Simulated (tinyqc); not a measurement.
Strain-driven crossing of the Gamma and L valleys in a germanium-like crystal: one step. Band edges. Four cases, with inputs chosen for the exercise.

Task: Give the edges and the direct and indirect gaps from the top valence edge.

Edges from the unstrained valence top: Gamma at Eg + ac tr(e); an L valley with unit axis u at EgL + aL tr(e) + XuL (u.e.u - tr(e)/3), u along [111], [1-1-1], [-11-1], [-1-11]; valence edges are the levels of the 6 x 6 matrix of X, Y, Z times spin with -Dso/3 + l exx + m (eyy + ezz) on the diagonal (cyclic), n exy off it, l = av + 2 b, m = av - b, n = sqrt(3) d. Spin-orbit term (Dso/3) L.sigma on X, Y, Z with (L_k)_ij = -i epsilon_kij: <X+|H|Y+> = -i Dso/3, <X+|H|Z-> = Dso/3, <Y+|H|Z-> = -i Dso/3, <Z+|H|X-> = -Dso/3, <Z+|H|Y-> = i Dso/3, <X-|H|Y-> = i Dso/3, and their conjugates; + and - are the spin along z.

Give: Gamma edge; L edges; valence edges from the top; direct and indirect gap.

Case 1.

Values chosen (near those of Ge, gaps at low temperature; not measured data): Eg = 0.91 eV (gap at Gamma to the s-like level); EgL = 0.731 eV (gap to L); Dso = 0.29 eV (spin-orbit splitting); ac = -8.19 eV (conduction deformation potential); av = 1.26 eV (valence hydrostatic potential); b = -2.52 eV (tetragonal shear potential); d = -5.2 eV (trigonal shear potential); aL = -1.44 eV (hydrostatic potential of the L edge, Xd + Xu/3); XuL = 16.97 eV (uniaxial potential, L).

strain tensor in the cubic axes:
```
             x            y           z
x   0.00129936  -0.00350064  0.00000000
y  -0.00350064   0.00129936  0.00000000
z   0.00000000   0.00000000  0.00480000
```

Result:

Gamma edge = 0.8494 eV

L edges (eV): [111] 0.6807, [1-1-1] 0.7599, [-11-1] 0.7599, [-1-11] 0.6807

valence edges from the top (eV): 0.0321  -0.0109  -0.2833

direct and indirect gap (eV): 0.8173  0.6486

The gap is indirect: Gamma lies 169 meV above the lowest L valley. The top two valence edges are 43 meV apart.

Case 2.

Values chosen (near those of Ge, gaps at low temperature; not measured data): Eg = 0.91 eV (gap at Gamma to the s-like level); EgL = 0.742 eV (gap to L); Dso = 0.287 eV (spin-orbit splitting); ac = -8.35 eV (conduction deformation potential); av = 1.26 eV (valence hydrostatic potential); b = -2.54 eV (tetragonal shear potential); d = -5.26 eV (trigonal shear potential); aL = -1.38 eV (hydrostatic potential of the L edge, Xd + Xu/3); XuL = 17.04 eV (uniaxial potential, L).

strain tensor in the cubic axes:
```
             x            y           z
x   0.00294417  -0.00785583  0.00000000
y  -0.00785583   0.00294417  0.00000000
z   0.00000000   0.00000000  0.01080000
```

Result:

Gamma edge = 0.7707 eV

L edges (eV): [111] 0.6297, [1-1-1] 0.8082, [-11-1] 0.8082, [-1-11] 0.6297

valence edges from the top (eV): 0.0790  -0.0247  -0.2782

direct and indirect gap (eV): 0.6917  0.5507

The gap is indirect: Gamma lies 141 meV above the lowest L valley. The top two valence edges are 104 meV apart.

Case 3.

Values chosen (near those of Ge, gaps at low temperature; not measured data): Eg = 0.906 eV (gap at Gamma to the s-like level); EgL = 0.753 eV (gap to L); Dso = 0.292 eV (spin-orbit splitting); ac = -8.13 eV (conduction deformation potential); av = 1.23 eV (valence hydrostatic potential); b = -2.5 eV (tetragonal shear potential); d = -5.3 eV (trigonal shear potential); aL = -1.55 eV (hydrostatic potential of the L edge, Xd + Xu/3); XuL = 16.35 eV (uniaxial potential, L).

strain tensor in the cubic axes:
```
            x           y            z
x  0.02020000  0.00000000   0.00000000
y  0.00000000  0.02020000   0.00000000
z  0.00000000  0.00000000  -0.01481853
```

Result:

Gamma edge = 0.6980 eV

L edges (eV): [111] 0.7133, [1-1-1] 0.7133, [-11-1] 0.7133, [-1-11] 0.7133

valence edges from the top (eV): 0.1558  -0.0561  -0.2974

direct and indirect gap (eV): 0.5422  0.5575

The gap is direct: Gamma lies 15 meV below the lowest L valley. The top two valence edges are 212 meV apart.

Case 4.

Values chosen (near those of Ge, gaps at low temperature; not measured data): Eg = 0.893 eV (gap at Gamma to the s-like level); EgL = 0.738 eV (gap to L); Dso = 0.286 eV (spin-orbit splitting); ac = -8.14 eV (conduction deformation potential); av = 1.25 eV (valence hydrostatic potential); b = -2.59 eV (tetragonal shear potential); d = -5.29 eV (trigonal shear potential); aL = -1.47 eV (hydrostatic potential of the L edge, Xd + Xu/3); XuL = 16.74 eV (uniaxial potential, L).

strain tensor in the cubic axes:
```
            x           y           z
x  0.01060726  0.01754637  0.01754637
y  0.01754637  0.01060726  0.01754637
z  0.01754637  0.01754637  0.01060726
```

Result:

Gamma edge = 0.6340 eV

L edges (eV): [111] 1.2787, [1-1-1] 0.4954, [-11-1] 0.4954, [-1-11] 0.4954

valence edges from the top (eV): 0.2005  0.0522  -0.4194

direct and indirect gap (eV): 0.4334  0.2949

The gap is indirect: Gamma lies 139 meV above the lowest L valley. The top two valence edges are 148 meV apart. At strains above 3 % second-order terms, left out here, matter.

Computed by tinyqc, one run a case: `OMP_NUM_THREADS=1 python tinyqc.py N N+1 out.jsonl` with N = 1080462, 1080565, 1080578, 1080604; one thread of a shared Intel(R) Xeon(R) Processor @ 2.30GHz, about 0.01 s a run at most.
